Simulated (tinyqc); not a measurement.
Exchange splitting: exchange-split free-electron bands and tunnelling magnetoresistance.

Majority and minority bands E = c k^2/m -/+ Dx/2, c = hbar^2/2m0, so k_up = sqrt(m (EF + Dx/2)/c), k_dn = sqrt(m (EF - Dx/2)/c); n_s = k_s^3/(6 pi^2), D_s = m k_s/(4 pi^2 c).

Barrier: kappa = sqrt(mb phi/c), c = hbar^2/2m0. With a = k1/m, b = k2/m, w = kappa/mb, the transmission at normal incidence is T(k1, k2) = 4 a b w^2/[w^2 (a + b)^2 + (w^2 + a^2)(w^2 + b^2) sinh^2(kappa d)]. Parallel: G_P = T(up, up) + T(dn, dn); antiparallel: G_AP = 2 T(up, dn); TMR = (G_P - G_AP)/G_AP. Julliere: TMR = 2 P^2/(1 - P^2). Slonczewski factor: P_eff = P_k (w^2 - a_up a_dn)/(w^2 + a_up a_dn), P_k = (k_up - k_dn)/(k_up + k_dn).

Constants: hbar^2/2m0 = 3.80998211 eV angstrom^2.

Values chosen for the exercise: EF = 5.79 eV (Fermi energy above the mean band bottom); m = 1.28 m0 (mass in the electrodes); phi = 2.67 eV (barrier height above EF); mb = 0.84 m0 (mass in the barrier); d = 6.3 angstrom (barrier thickness).

Dx takes the listed multiples of 2 EF.

Results:
```
Dx/(2 EF)    k_up    k_dn     P_k    P_eff  TMR (%)
0.10       1.4628  1.3231  0.0501  -0.0086     0.01
0.20       1.5278  1.2475  0.1010  -0.0166     0.06
0.35       1.6205  1.1244  0.1807  -0.0258     0.13
0.50       1.7082  0.9862  0.2679  -0.0279     0.16
0.65       1.7915  0.8251  0.3693  -0.0145     0.05
0.80       1.8712  0.6237  0.5000   0.0394     0.32
0.90       1.9225  0.4410  0.6268   0.1469     4.42
0.97       1.9576  0.2416  0.7803   0.3792    33.59
```

P_k rises from 0.050 to 0.780, and TMR goes from 0.01 % to 33.6 %, not steadily: its largest value is 33.59 % at 0.97 and its smallest 0.01 % at 0.1; P_eff changes sign along the table. At Dx = 2 EF the minority band is empty (a half metal) and G_AP vanishes.

Program tinyqc; command `OMP_NUM_THREADS=1 python tinyqc.py 1650751 1650752 out.jsonl`; about 0.01 s on one thread of a shared Intel(R) Xeon(R) Processor @ 2.30GHz.
